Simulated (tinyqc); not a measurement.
Smearing for a one-band metal on the square lattice: sweeps and comparisons. A value that a table varies takes the place of the one given here.

Lattice vectors (units of a): a1 = (1, 0), a2 = (0, 1). E(k) = -t A_1(k) - t2 A_2(k), A_m the sum of cos(k . R) over the 4 nearest and 4 second lattice vectors. Mesh k = sum (j_i/N) b_i, j_i = 0 .. N-1.

With x = (E_k - mu)/sigma: Fermi-Dirac f = 1/(1 + exp(x)), s = -f ln f - (1 - f) ln(1 - f); Gaussian f = erfc(x)/2, s = exp(-x^2)/(2 sqrt(pi)); Methfessel-Paxton (first order) f = erfc(x)/2 - x exp(-x^2)/(2 sqrt(pi)), s = (1 - 2 x^2) exp(-x^2)/(4 sqrt(pi)); cold (Marzari-Vanderbilt) with y = x + 1/sqrt(2), f = erfc(y)/2 + exp(-y^2)/sqrt(2 pi), s = y exp(-y^2)/sqrt(2 pi). With weights w = points/N^d (d the dimension), mu solves 2 sum w f = ne; E = 2 sum w f E_k, S = 2 sum w s, F = E - sigma S.

With x = (E_k - mu)/sigma: Gaussian f = erfc(x)/2, s = exp(-x^2)/(2 sqrt(pi)); Methfessel-Paxton (first order) f = erfc(x)/2 - x exp(-x^2)/(2 sqrt(pi)), s = (1 - 2 x^2) exp(-x^2)/(4 sqrt(pi)). With weights w = points/N^d (d the dimension), mu solves 2 sum w f = ne; E = 2 sum w f E_k, S = 2 sum w s, F = E - sigma S.

With x = (E_k - mu)/sigma: Gaussian f = erfc(x)/2, s = exp(-x^2)/(2 sqrt(pi)). With weights w = points/N^d (d the dimension), mu solves 2 sum w f = ne; E = 2 sum w f E_k, S = 2 sum w s, F = E - sigma S.

Values chosen for the exercise: t = 0.53 eV (nearest hopping); t2 = -0.1 eV (second hopping); ne = 0.52 (electrons per cell); N = 4 (unshifted mesh); sigma = 0.265 eV (width).

## Error of each scheme against the width

All on the dense mesh N = 200. The reference is F of first-order Methfessel-Paxton smearing with sigma = 0.05 t on the mesh N = 200; it moves by 0.00 meV on the mesh N = 250, so errors below a few times that are not resolved.

Errors (meV per cell):
```
sigma (eV)     FD F  FD (E+F)/2  Gauss F  Gauss (E+F)/2  MP F  cold F
0.053         -3.12        0.02    -0.47           0.00  0.00   -0.01
0.080         -7.08        0.11    -1.06           0.00  0.00   -0.03
0.106        -12.71        0.21    -1.89           0.00  0.01   -0.06
0.159        -28.83        0.00    -4.26           0.03  0.04   -0.18
0.212        -50.87       -1.43    -7.62           0.11  0.14   -0.42
0.318       -109.32       -9.68   -17.39           0.35  0.50   -1.36
0.424       -182.02      -25.45   -31.22           0.33  0.62   -3.21
```

reference = -0.63510 eV

What can be read from the table?

Doubling sigma from 0.106 to 0.212 eV multiplies the error of F by 4.0 (Fermi-Dirac) and 4.0 (Gaussian); a pure sigma^2 term would give 4. At the smallest width Fermi-Dirac errs 6.6 times as much as Gaussian, against 2 pi^2/3 = 6.6 for the ratio of the sigma^2 terms at equal sigma. At the largest width the sizes of the errors rank Gauss (E+F)/2 0.3, MP F 0.6, cold F 3.2, FD (E+F)/2 25.5, Gauss F 31.2, FD F 182.0 meV; the reference is good to about 0.01 meV.

## Mesh against width

Gaussian smearing, (E + F)/2. The reference is F of first-order Methfessel-Paxton smearing with sigma = 0.05 t on the mesh N = 200; it moves by 0.00 meV on the mesh N = 250, so errors below a few times that are not resolved.

Errors (meV per cell):
```
N   sigma = 0.05 t  sigma = 0.15 t  sigma = 0.4 t
4             0.05           -2.65          -9.39
8             9.44            7.60           4.02
12           -2.41           -2.49          -0.74
16            2.24            1.63           0.21
24            0.69            0.26           0.11
48            0.02            0.00           0.11
```

reference = -0.63510 eV

What can be read from the table?

First N from which the value stays within 2 meV of its last entry (which need not be the best one): 24 for sigma = 0.05 t, 16 for sigma = 0.15 t, 12 for sigma = 0.4 t. At the last mesh the errors are +0.02, 0.00 and +0.11 meV. The widest smearing converges sooner with the mesh than the narrowest; a level at which its last entries rest, if any, is its bias. The smallest error belongs to 0.05 t on 1, 0.15 t on 1, 0.4 t on 4 of the 6 meshes.

## What moves the results of Gaussian smearing

All sums formed anew. Each row changes one parameter from the base and keeps the others.

Results:
```
case             mu (eV)   E (eV)       S   F (eV)
base             -0.9099  -0.6332  0.1041  -0.6607
N = 8            -0.7898  -0.6182  0.1052  -0.6461
sigma = 0.53 eV  -0.8413  -0.6066  0.1678  -0.6956
ne = 0.62        -0.7157  -0.7321  0.0432  -0.7435
t2 = -0.047 eV   -0.9089  -0.6602  0.1019  -0.6872
t = 0.583 eV     -1.0151  -0.7020  0.1023  -0.7291
```

What does this show?

The largest shifts from the base row, up to three for each result and ties (the steps differ in size, so this ranks the rows, not the parameters). mu (eV): ne +0.1942, N +0.1201, t -0.1051. E (eV): ne -0.0989, t -0.0688, t2 -0.0270. S: sigma +0.0637, ne -0.0609, t2 -0.0022. F (eV): ne -0.0828, t -0.0683, sigma -0.0348.

Computed by tinyqc, a small Python program: `OMP_NUM_THREADS=1 python tinyqc.py 1682230 1682231 out.jsonl` (the numbers bound the seed that draws the inputs); one thread of a shared host (Intel(R) Xeon(R) Processor @ 2.30GHz), about 0.07 s for the whole set of steps.
